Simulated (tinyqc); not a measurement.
# Changing the time t

Model: growth of a silicide layer between metal and silicon: linear-parabolic kinetics, ramp anneals and Kissinger analysis. Computed by tinyqc, a small Python program. Command: `OMP_NUM_THREADS=1 python tinyqc.py 3015558 3015559 out.jsonl silicide sweep`. One thread of a shared host (Intel(R) Xeon(R) Processor @ 2.30GHz), about 0.2 s of CPU time with the checks.

One compound layer of thickness x grows by diffusion through itself and reaction at an interface, dx/dt = 1/(2x/K + 1/v), until the metal is used up at x = a h.

Inputs (values chosen for the exercise, modelled on CoSi2): metal thickness h = 26 nm; silicide formed per metal thickness a = 3.52; prefactor of the parabolic constant K = 2e+13 nm^2/s; activation energy E of K = 2.25 eV; prefactor of the interface velocity v = 3.9e+14 nm/s; activation energy E_v = 2.48 eV; temperature T = 600 C.

Constants: k_B = 8.617333262e-05 eV/K.

Method:
- The silicide ends at the thickness a h.
- K = K0 exp(-E/(k_B T)), v = v0 exp(-E_v/(k_B T)).
- Temperatures in kelvin are T(C) + 273.15.
- x^2/K + x/v = t, so x = (K/(2v)) [sqrt(1 + 4 v^2 t/K) - 1], capped at a h; completion time t_c = (a h)^2/K + a h/v, a h being the final thickness; crossover thickness K/v.

One run for each value:
```
time t (s)  thickness at time t (nm)
0.3                             0.41
0.95                            0.96
3                               2.00
9.5                             3.91
30                              7.34
95                             13.46
300                            24.33
950                            43.71
3000                           78.09
```

What does the table show, and why?

Over the rows, thickness at time t (nm) rises from 0.412 to 78.1 (exponent d ln y / d ln x 0.73 between the first rows and 0.50 between the last). At the high end the exponent of thickness at time t is 0.50, close to 0.50: diffusion control. Growth is linear well below the crossover thickness K/v, would be parabolic well above it, and ends at a h = 91.52 nm.

Caution (all rows): a disilicide really forms through metal-rich phases and by nucleation, not as one layer from the metal.

Extremes, crossings and ranges named in words are read from the listed rows.
